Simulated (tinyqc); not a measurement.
# Electron-beam lithography: double-Gaussian proximity function, edge placement and dose correction for parallel lines, step by step

A worked calculation. Computed by tinyqc, a small Python program that keeps every step. Command: `OMP_NUM_THREADS=1 python tinyqc.py 3111288 3111289 out.jsonl proximity walk`. One thread of a shared host (Intel(R) Xeon(R) Processor @ 2.30GHz), about 0.01 s of CPU time with the checks. Intermediate numbers are printed to about 6 digits and carried at full precision; extremes and crossings named in words are read from the listed rows.

Lines are infinitely long. Absorbed energy is counted so that the middle of a very large area written at dose 1 receives 1; the resist develops where it exceeds 1/2.

Inputs (values chosen for the exercise, of the order of those for 10 keV electrons in resist on silicon):
```
quantity,value,unit
forward range alpha,0.024,micrometre
backscatter range beta,1.3,micrometre
backscatter ratio eta,0.46,-
base dose D0,330,microcoulomb/cm^2
beam current,88,nA
pixel size,5,nm
width of the test line,0.047,micrometre
pattern density around the test line,0.52,-
```

line widths (micrometre): [0.037, 0.26, 0.078, 0.2]

gaps between the lines (micrometre): [0.052, 0.64, 0.12]

Constants: e = 1.602176634e-19 C.

## Layout

The first line starts at x = 0; each next one starts after the width and the gap.

Lines (micrometre):
```
line,left edge,right edge,centre
1,0.000,0.037,0.0185
2,0.089,0.349,0.2190
3,0.989,1.067,1.0280
4,1.187,1.387,1.2870
```

## Interaction matrix

f(r) = [exp(-r^2/alpha^2)/alpha^2 + eta exp(-r^2/beta^2)/beta^2]/(pi (1 + eta)). A line from a to b at dose d gives E(x) = d [S(alpha) + eta S(beta)]/(1 + eta), S(s) = [erf((b - x)/s) - erf((a - x)/s)]/2. M_ij is the mean of E at the two edges of line i from line j at dose 1.

M:
```
,1,2,3,4
1,0.337510,0.034973,0.005836,0.010575
2,0.005267,0.377549,0.007224,0.013982
3,0.002769,0.024113,0.353117,0.026214
4,0.001963,0.018160,0.010192,0.369599
```

## Dose correction

Uncorrected edge energies are M 1. Solve M d = 1/2 for the doses d that put the mean edge energy of every line at the threshold.

edge energies at dose 1: 1 0.388894, 2 0.404022, 3 0.406213, 4 0.399914

corrected doses: 1 1.29286, 2 1.23645, 3 1.22850, 4 1.25132

largest over smallest dose = 1.05239

Line 1 needs the most and line 3 the least; a narrow isolated line much wider than alpha would need 1 + eta = 1.46.

## Printed widths

Edges are the roots of E(x) = 1/2 between a line centre and the middle of the next gap. Three cases: dose 1 everywhere; one common dose equal to the mean of d; the corrected doses.

Width error, printed less drawn (nm):
```
line,drawn width (nm),dose 1,mean dose,corrected
1,37,-17.3784,-1.43415,0.000812
2,260,-12.2099,0.59171,-0.001084
3,78,-11.8877,0.86246,0.000102
4,200,-12.7212,0.08049,0.000622
```

With the common mean dose the errors span 2.3 nm. With corrected doses the largest error is below 0.01 nm.

## Dose to size and latitude

A test line of width w << beta in surroundings of density rho, all at dose d: near its edge E(x) = d [S + eta rho]/(1 + eta), S = [erf((b - x)/alpha) - erf((a - x)/alpha)]/2 for edges a and b, the second term being the background energy. Dose to size d_s = (1 + eta)/(erf(w/alpha) + 2 eta rho), dose = d_s D0; edge slope d [1 - exp(-w^2/alpha^2)]/(sqrt(pi) alpha (1 + eta)); width change per 1 % of dose = 2 x 0.01 x (1/2)/slope.

dose to size d_s = 0.991319

dose = 327.135 microcoulomb/cm^2

edge slope = 0.0156168 1/nm

width change per 1 % of dose = 0.640338 nm

background energy = 0.162413

The background supplies 32 % of the threshold.

## Shot noise and writing time

With dose = d_s D0: electrons per pixel N = dose x pixel area/e; relative noise 1/sqrt(N); time per cm^2 of pattern area = dose x density/current; pixel rate = current/(dose x pixel area).

electrons per pixel = 510.454

shot noise = 4.42610 %

writing time per cm^2 = 0.536964 h

pixel rate = 1076.01 MHz

Checks made by the program: corrected edge energies (relative difference below 1e-10).
